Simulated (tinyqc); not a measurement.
# Arrhenius plot from several rate windows

Emission rate en = sn vth(T) Nc(T) exp(-Et/kB T) = sn g T^2 exp(-Et/kB T), g = vth Nc/(300 K)^2, as vth goes as T^0.5 and Nc as T^1.5 (degeneracy factor 1). Here the cross-section is thermally activated, sn exp(-Eb/kB T) with Eb = 0.02 eV. Each window ew gives the temperature where en = ew.

Inputs (values chosen for the exercise); material values close to those of silicon: conduction-band density of states at 300 K Nc = 2.75e19 cm^-3; thermal velocity at 300 K vth = 2.3e7 cm/s; depth of the trap below the conduction edge Et = 0.39 eV; capture cross-section sn = 4e-15 cm^2.

Constants: q = 1.602176634e-19 C, kB = 1.380649e-23 J/K. Results are converted to the units shown.

Arrhenius plot from several rate windows:

| ew (1/s) | T peak (K) | q/kB T (1/eV) | ln(ew/T^2) | ln ew |
|---|---|---|---|---|
| 1.7 | 176.4 | 65.77 | -9.815 | 0.5306 |
| 5.1 | 183.4 | 63.28 | -8.794 | 1.629 |
| 15 | 190.7 | 60.84 | -7.794 | 2.708 |
| 47 | 199.2 | 58.27 | -6.738 | 3.850 |
| 140 | 207.9 | 55.82 | -5.733 | 4.942 |
| 430 | 217.7 | 53.30 | -4.703 | 6.064 |
| 1300 | 228.3 | 50.84 | -3.691 | 7.170 |
| 3900 | 239.8 | 48.40 | -2.691 | 8.269 |

What does the comparison show?

The peak rises from 176 to 240 K. ln(ew/T^2) against q/kB T is a straight line of slope -0.4100 eV, which is Et + Eb and not Et = 0.39 eV: a capture barrier adds to the activation energy. Its intercept gives sn = 4.00e-15 cm^2. Leaving out the T^2 gives 0.4453 eV, too high by about 2 kB T.

Computed by the program tinyqc: `OMP_NUM_THREADS=1 python tinyqc.py 2050028 2050029 out.jsonl`, one thread of a shared Intel Xeon 2.30GHz, about 0.01 s for the whole run.
